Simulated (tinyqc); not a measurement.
From results back to parameters: shallow acceptor in the spherical four-band model. Two cases, with inputs chosen for the exercise.

Problem. The binding energy of the ground state was computed from a hidden mu.

The ground state 1S3/2 has an L = 0 part f(r) and an L = 2 part g(r). In units of Ry* and a*, with Gaussians f_i = exp(-a_i r^2), g_i = r^2 exp(-a_i r^2), A = a_i + a_j and I(n) = Gamma((n + 1)/2)/(2 A^((n + 1)/2)): S_ff = I(2), S_gg = I(6), H_ff = (6 a_i a_j/A) I(2) - 2 I(1), H_gg = (14 a_i a_j/A) I(6) - 2 I(5), H_fg = -mu [15 I(2) - 20 a_j I(4) + 4 a_j^2 I(6)]; each function is then normalised. The split-off band is left out.

Converged values use 22 exponents 2.2^i, i = -7 to 14, for f and for g.

Case 1.

Ry* = 24.404 meV
binding energy = 30.476 meV

Case 2.

Ry* = 21.408 meV
binding energy = 26.717 meV

Find: binding in Ry*; mu; heavy/light mass ratio (1 + mu)/(1 - mu).

Solution. The binding in Ry* rises steadily with mu, so bisection finds one value.

Case 1.

binding in Ry* = 1.249
mu = 0.466
heavy/light mass ratio (1 + mu)/(1 - mu) = 2.7

Case 2.

binding in Ry* = 1.248
mu = 0.466
heavy/light mass ratio (1 + mu)/(1 - mu) = 2.7

Computed by tinyqc, one run a case: `OMP_NUM_THREADS=1 python tinyqc.py N N+1 out.jsonl` with N = 1250290, 1250293; one thread of a shared Intel(R) Xeon(R) Processor @ 2.30GHz, about 0.07 s a run at most.
